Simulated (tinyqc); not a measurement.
Raising U: Hubbard chain of 3 sites, mean field against exact. Computed by the program tinyqc. 

one-body matrix (hopping and site energies) (eV):
```
,1,2,3
1,0.5000,-1.1400,0.0000
2,-1.1400,0.1000,-1.1400
3,0.0000,-1.1400,-0.2200
```

electrons, up and down: 2  1

Collinear unrestricted mean field (the lowest of 40 random starts) against exact diagonalisation.

Exact and mean-field results (eV):
```
U,U/t,E exact,E mean field,mean |n_up - n_down|,"double occupancy, exact",first gap in the sector
0.5700,0.5000,-2.566330,-2.554475,0.3415,0.1983,1.5653
1.1400,1.0000,-2.246497,-2.198631,0.3902,0.1758,1.4670
2.2800,2.0000,-1.719872,-1.548934,0.5378,0.1331,1.2563
3.4200,3.0000,-1.326763,-1.050617,0.7205,0.0983,1.0622
4.5600,4.0000,-1.036653,-0.726344,0.8344,0.0728,0.9018
6.8400,6.0000,-0.656464,-0.370908,0.9256,0.0420,0.6746
9.1200,8.0000,-0.428055,-0.186290,0.9582,0.0264,0.5310
13.6800,12.0000,-0.175289,0.001073,0.9814,0.0128,0.3677
22.8000,20.0000,0.041275,0.152229,0.9933,0.0049,0.2253
```

In absolute terms mean field is worst at U/t = 4.0, 0.310 eV too high: at small U it is nearly exact, and at large U it misses only exchange-scale energies. Relative to the exact energy its error is 0.5 % at the smallest U, 269 % at most and 269 % at the largest. The double occupancy falls from 0.198 to 0.005.
